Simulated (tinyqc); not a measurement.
Inside a calculation. Method: Hueckel theory of the pi electrons, for the molecule Oc1cnc2nc[nH]c2n1 (SMILES; centres numbered as the heavy atoms are written). Computed by tinyqc, a small Python program that keeps every step. Settings: charge = 0. Command: `OMP_NUM_THREADS=1 python tinyqc.py 28603 28604 out.jsonl` (the two numbers bound the seeds that draw the settings). One thread of a shared host (Intel(R) Xeon(R) Processor @ 2.60GHz), about 0.02 s of CPU time with the checks.

## The Hueckel matrix

Centres:
```
centre  z_r, pi electrons of the neutral centre        h
1O                                            2  2.00000
2C                                            1  0.00000
3C                                            1  0.00000
4N                                            1  0.50000
5C                                            1  0.00000
6N                                            1  0.50000
7C                                            1  0.00000
8N                                            2  1.50000
9C                                            1  0.00000
10N                                           1  0.50000
```

Bonds:
```
i    j        k
1    2  0.80000
2    3        1
3    4        1
4    5  1.00000
5    6        1
6    7  1.00000
7    8  0.80000
8    9  0.80000
9   10        1
10   2  1.00000
9    5        1
```

H_rr = alpha + h_r beta, H_rs = k_rs beta for bonded centres.

Hueckel matrix in units of beta (H = alpha + beta A), lower triangle:
```
          1O       2C       3C       4N       5C       6N       7C       8N
1O   2.00000
2C   0.80000  0.00000
3C   0.00000  1.00000  0.00000
4N   0.00000  0.00000  1.00000  0.50000
5C   0.00000  0.00000  0.00000  1.00000  0.00000
6N   0.00000  0.00000  0.00000  0.00000  1.00000  0.50000
7C   0.00000  0.00000  0.00000  0.00000  0.00000  1.00000  0.00000
8N   0.00000  0.00000  0.00000  0.00000  0.00000  0.00000  0.80000  1.50000
9C   0.00000  0.00000  0.00000  0.00000  1.00000  0.00000  0.00000  0.80000
10N  0.00000  1.00000  0.00000  0.00000  0.00000  0.00000  0.00000  0.00000

          9C      10N
9C   0.00000
10N  1.00000  0.50000
```

## Orbitals

pi electrons, sum of z_r less the charge = 12

Diagonalise; E = alpha + x beta with beta < 0, so the largest x are filled first; degenerate levels share their electrons. P = sum n_i c_ri c_si; each orbital has its largest coefficient positive (the first on a tie).

x values: 2.65318  2.35789  1.79755  1.47440  1.04187  0.67642  -0.60977  -1.04512  -1.33438  -2.01203

occupations: 2.00000  2.00000  2.00000  2.00000  2.00000  2.00000  0.00000  0.00000  0.00000  0.00000

coefficients:
```
         MO1       MO2       MO3       MO4       MO5       MO6       MO7       MO8
1O   0.39370   0.71821   0.29436  -0.38114  -0.00043  -0.25247   0.09598   0.05853
2C   0.32145   0.32130  -0.07449   0.25041   0.00051   0.41770  -0.31309  -0.22281
3C   0.21724   0.11585  -0.34093   0.11841   0.42039   0.34307  -0.31983   0.39462
4N   0.25492  -0.04813  -0.53834  -0.07582   0.43748  -0.18564   0.50811  -0.18962
5C   0.33165  -0.20528  -0.35760  -0.19229  -0.18333  -0.37582  -0.24406  -0.10163
6N   0.25603  -0.23938  -0.14202  -0.49876  -0.40065   0.32418  -0.19078  -0.24926
7C   0.21962  -0.23946   0.17332  -0.29369  -0.03377   0.43301   0.45579   0.48677
8N   0.40834  -0.40655   0.56697   0.08217   0.45684  -0.03911  -0.10893  -0.32434
9C   0.36898  -0.19651   0.03756   0.29106  -0.22784  -0.39275  -0.16851   0.54510
10N  0.32066   0.06717  -0.02846   0.55570  -0.41951   0.14145   0.43396  -0.20859

          MO9      MO10
1O   -0.12522   0.07208
2C    0.52189  -0.36148
3C   -0.36725   0.34903
4N   -0.03185  -0.34078
5C    0.42567   0.50702
6N   -0.43431  -0.23547
7C    0.37103   0.08448
8N   -0.07598   0.08187
9C   -0.10184  -0.44389
10N  -0.22899   0.32061
```

charge and bond-order matrix P, lower triangle:
```
           1O        2C        3C        4N        5C        6N        7C        8N
1O    1.93298
2C    0.26899   0.89858
3C   -0.12709   0.61124   0.97059
4N   -0.03418   0.02055   0.68917   1.17744
5C    0.09226  -0.27587  -0.11719   0.58216   0.98368
6N   -0.00902   0.05256  -0.07994  -0.08880   0.46473   1.31480
7C   -0.06374   0.17612   0.12092  -0.19737  -0.08011   0.77865   0.82102
8N    0.02805  -0.07425   0.07335   0.03866  -0.13744  -0.23070   0.45761   1.74092
9C    0.00702  -0.07723  -0.30294   0.06894   0.56538  -0.09006  -0.22650   0.37410
10N  -0.16244   0.64959   0.05022  -0.31618   0.03927   0.01368  -0.07677  -0.12806

          9C      10N
9C   0.93411
10N  0.61164  1.22589
```

## Energy, charges, bond orders

E = sum n x; q_r = z_r - P_rr; bond order p = P_rs; free valence = sqrt(3) - sum of p over the bonds of the atom.

pi energy = 12 alpha + this times beta = 20.00261

pi charges: 1O 0.06702, 2C 0.10142, 3C 0.02941, 4N -0.17744, 5C 0.01632, 6N -0.31480, 7C 0.17898, 8N 0.25908, 9C 0.06589, 10N -0.22589

Bond orders and lengths from R = 1.517 - 0.180 p (angstrom, C-C alone):
```
bond        p        R
1-2   0.26899        -
2-3   0.61124  1.40698
3-4   0.68917        -
4-5   0.58216        -
5-6   0.46473        -
6-7   0.77865        -
7-8   0.45761        -
8-9   0.37410        -
9-10  0.61164        -
10-2  0.64959        -
9-5   0.56538  1.41523
```

free valence of the carbons: 2C 0.20224, 3C 0.43165, 5C 0.11978, 7C 0.49579, 9C 0.18093

gap between the highest filled and the next level = 1.28619 |beta|
